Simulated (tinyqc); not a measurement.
Inside a calculation. Model: rectangular fin or nanosheet with a gate all round, subbands and threshold shift from confinement.

tinyqc, about 0.09 s, one thread, Intel Xeon 2.30GHz (shared host): `OMP_NUM_THREADS=1 python tinyqc.py 2350037 2350038 out.jsonl` Printed values are rounded.

Undoped body with a flat potential across it, hard walls, transport along x. One isotropic valley (g = 1, mx = my = mz = me). Non-parabolicity enters the subband edges through E (1 + al E) = gamma, so E = 2 gamma/(1 + sqrt(1 + 4 al gamma)); motion within a subband is taken as parabolic with the band-edge mass. Energies are counted from the bulk band edge.

Values chosen for this exercise; masses close to those of GaN:
```
symbol,value,unit,meaning
T,300,K,temperature
me,0.197,m0,mass at the band edge
al,0.18,1/eV,non-parabolicity
t,3.8,nm,width (along y)
dl,0.3,nm,widening of the box by penetration into the insulator
H,3.8,nm,height (along z)
```

Constants: q = 1.602176634e-19 C, kB = 1.380649e-23 J/K, hbar = 1.054571817e-34 J s, m0 = 9.1093837015e-31 kg, Vt = kB T/q, hbar^2/(2 m0) = 0.0380998212 eV nm^2. Results are converted to the units shown.

## Lowest subbands

gamma = C pi^2 [a^2/(my (t + dl)^2) + b^2/(mz (H + dl)^2)], C = hbar^2/(2 m0). List the 4 lowest, labelled by quantum numbers, with degeneracy g and N_k: N_k = g sqrt(2 mx m0 kB T/(pi hbar^2)).

```
subband	E_k (eV)	g	N_k (cm^-1)
1,1	0.2185067	1	2.062737e6
1,2	0.5192251	1	2.062737e6
2,1	0.5192251	1	2.062737e6
2,2	0.7947192	1	2.062737e6
```

## Threshold shift

Each subband has N_k = g sqrt(2 mx m0 kB T/(pi hbar^2)); without degeneracy n = exp(EF/Vt) sum N_k exp(-E_k/Vt). Classical value Nc times t H, Nc = sum over valleys of 2 g (m m0 kB T/(2 pi hbar^2))^1.5 with m = (mx my mz)^(1/3). Threshold shift dVT = Vt ln(classical value/sum N_k exp(-E_k/Vt)). Use the subbands listed.

shares, subband 1,1 to 2,2 (%): 99.99823  0.00089  0.00089  0.00000
sum N_k exp(-E_k/Vt) = 440.2510 cm^-1
Nc = 2.194175e18 cm^-3
classical value = 3.168389e5 cm^-1
dVT = 170.0752 mV

With all subbands dVT = 170.1 mV. The lowest edge lies at 219 meV; dVT is smaller than that, since sum N_k exp(-(E_k - E_1)/Vt) exceeds the classical value.
